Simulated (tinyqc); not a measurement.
Worked calculation: ellipsoidal valleys in the axes of a wafer and a channel. Values are carried at full precision from step to step, so a last printed digit may differ when a step is redone from the rounded ones.

Valleys with axes a along x, y and z, two valleys each; inverse mass tensor w = 1/mt + (1/ml - 1/mt) a a. Device axes: z = nz/|nz|, x = nx/|nx|, y = z cross x; in them a = (ax, ay, az). Confinement mass mz = 1/w_zz. In the plane w_ij is replaced by u_ij = w_ij - w_iz w_jz/w_zz (i, j = x, y); density-of-states mass md = 1/sqrt(det u); conductivity mass along x mc = 1/u_xx; ballistic transport mass mx = u_yy/det u, width mass my = 1/u_yy.

Constants: hbar^2/2m0 = 3.80998211 eV angstrom^2; kB = 8.617333262e-05 eV/K.

Inputs chosen for the exercise (near those of the Delta valleys of Si; not measured data): ml = 0.918 m0 (longitudinal mass); mt = 0.187 m0 (transverse mass); nz = (2, 1, 0) (surface normal (confinement)); nx = (0, 0, 1) (channel direction); t = 6.2 nm (thickness of the film); T = 300 K (temperature).

## Device axes and valley axes

Give the rows x, y, z in cubic components and each valley axis in device components.

device axes:
```
    [100]    [010]   [001]
x  0.0000   0.0000  1.0000
y  0.4472  -0.8944  0.0000
z  0.8944   0.4472  0.0000
```

valley axes:
```
       ax       ay      az
x  0.0000   0.4472  0.8944
y  0.0000  -0.8944  0.4472
z  1.0000   0.0000  0.0000
```

## Tensors of the valley y

Form w and the reduced tensor u.

w (1/m0):
```
        x       y       z
x  5.3476  0.0000  0.0000
y  0.0000  1.9410  1.7033
z  0.0000  1.7033  4.4959
```

u (1/m0):
```
        x       y
x  5.3476  0.0000
y  0.0000  1.2957
```

The axis is tilted against the normal, so w_xz or w_yz is not zero and the reduction changes the masses in the plane.

## Masses of all valleys

Give mz, md, mc, mx and my.

Masses (m0):

| valley | mz | md | mc | mx | my |
|---|---|---|---|---|---|
| x | 0.5152 | 0.2496 | 0.1870 | 0.1870 | 0.3332 |
| y | 0.2224 | 0.3799 | 0.1870 | 0.1870 | 0.7718 |
| z | 0.1870 | 0.4143 | 0.9180 | 0.9180 | 0.1870 |

mz md^2 = ml mt^2 = 0.03210 for every valley, so a heavy confinement mass comes with a small density of states. The heaviest mz is 0.515, for x.

## Subbands and shares in a film

Hard walls: E_n = c (n pi/t)^2/mz, c = hbar^2/2m0, n = 1, 2, 3. Non-degenerate share of a valley proportional to md sum_n exp(-E_n/kT); mean 1/mc = sum of share/mc. 1 nm = 10 angstrom.

Give the ladders, the shares and the mean conductivity mass.

Subbands:

| valley | E1 (meV) | E2 (meV) | E3 (meV) | share |
|---|---|---|---|---|
| x | 19.0 | 75.9 | 170.9 | 0.517 |
| y | 44.0 | 175.9 | 395.8 | 0.270 |
| z | 52.3 | 209.2 | 470.8 | 0.213 |

mean mc = 0.2252 m0

The lowest ladder (x) holds 52 % of the electrons in these valleys, the next starts 25 meV higher.

## Checks

- mz md^2 against ml mt^2: they agree to 1e-10 or better.
- mx my against md^2: they agree to 1e-10 or better.

Run: tinyqc, `OMP_NUM_THREADS=1 python tinyqc.py 1880297 1880298 out.jsonl`; Intel(R) Xeon(R) Processor @ 2.30GHz, one thread, shared host; about 0.01 s of CPU time with all checks.
